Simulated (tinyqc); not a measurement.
# Read current of a NAND string, cells in series solved by shooting: two studies

Cells in series, numbered from 0 at the source line (0 V) to the bit line, each followed by a gap resistance Rg. A cell with gate Vg, threshold VT, source Vs and drain Vd passes I = 2 nf K Vt^2 [F(Vs) - F(Vd)]/(1 + th max(Vg - VT, 0)), F(V) = ln^2(1 + exp((Vg - VT - nf V)/(2 nf Vt))). The selected cell has Vg = Vr, the others Vg = Vp.

Values chosen for this exercise; values of the order met in vertical NAND strings:
- T = 300 K (temperature)
- K = 6.3 uA/V^2 (gain factor of a cell)
- nf = 1.8 (slope factor)
- th = 0.04 1/V (mobility reduction factor)
- Rg = 1.3 kohm (resistance of the gap between cells)
- Vbl = 0.4 V (bit-line voltage)
- Vp = 7.7 V (pass voltage)
- Ve = -0.9 V (threshold of an erased cell)
- Vh = 4.3 V (threshold of the highest state)
- Vx = 1.5 V (threshold of the selected cell)
- Is = 20 nA (sensing current)
- Vr = 2.45 V (read voltage on the selected word line)

Constants: q = 1.602176634e-19 C, kB = 1.380649e-23 J/K, Vt = kB T/q. Results are converted to the units shown.

Each table varies one quantity; the others keep the values above.

## Read current against the number of cells

For a trial current I start at 0 V and, cell by cell, solve for the drain: sqrt(F(Vd)) = sqrt(F(Vs) - I/k), k = 2 nf K Vt^2/(1 + th max(Vg - VT, 0)), Vd = [Vg - VT - 2 nf Vt ln(exp(sqrt F) - 1)]/nf, then add I Rg. The string current is the I for which the last node reaches Vbl. The apparent threshold is the Vr at which I = Is. Background: all other cells erased (VT = Ve) or all in the highest state (VT = Vh); ratio and shift are high over erased and high minus erased. The selected cell is in the middle, cell n/2.

Read current against the number of cells:
columns A: n; B: I, others erased (uA); C: I, others high (uA); D: ratio; E: apparent VT, erased (V); F: apparent VT, high (V); G: background shift (mV)
```
A          B        C       D      E      F      G
8     0.8363   0.5631  0.6733  1.575  1.579  4.086
16    0.5779   0.3363  0.5819  1.579  1.587  8.187
32    0.3557   0.1855  0.5215  1.587  1.603  16.44
64    0.2007  0.09770  0.4867  1.602  1.635  33.15
96    0.1398  0.06630  0.4744  1.617  1.667  50.13
128   0.1072  0.05017  0.4681  1.632  1.700  67.40
192  0.07310  0.03375  0.4617  1.663  1.766  103.2
```

What does the comparison show?

With erased neighbours the current falls from 0.836 to 0.0731 uA, as n^(-0.53) between the first two rows and n^(-0.94) between the last two (-1 once the series resistance rules). The ratio falls from 0.673 to 0.462 and the background shift rises from 4.09 to 103 mV.

## Effect of the read voltage on the selected word line

Same model as above.

The string has 128 cells and the selected one is cell 64.

The same in every row: apparent VT, erased (V) = 1.632; apparent VT, high (V) = 1.700; background shift (mV) = 67.40.

Effect of the read voltage on the selected word line:
```
Vr (V)  I, others erased (uA)  I, others high (uA)   ratio
1.2                  2.307e-5             2.304e-5  0.9984
1.6                   0.01562              0.01121  0.7177
2                     0.08632              0.04543  0.5263
2.4                    0.1065              0.05002  0.4698
2.8                    0.1102              0.05079  0.4611
3.2                    0.1117              0.05111  0.4576
3.6                    0.1126              0.05129  0.4556
4                      0.1131              0.05140  0.4544
```

What does the comparison show?

As Vr goes from 1.2 to 4 V, the current with erased neighbours rises from 2.31e-5 to 0.113 uA, that with high neighbours rises from 2.30e-5 to 0.0514 uA and the ratio falls from 0.998 to 0.454. The apparent thresholds do not depend on Vr.

Computed by the program tinyqc: `OMP_NUM_THREADS=1 python tinyqc.py 2142181 2142182 out.jsonl`, one thread of a shared Intel Xeon 2.30GHz, about 0.9 s for the whole run.
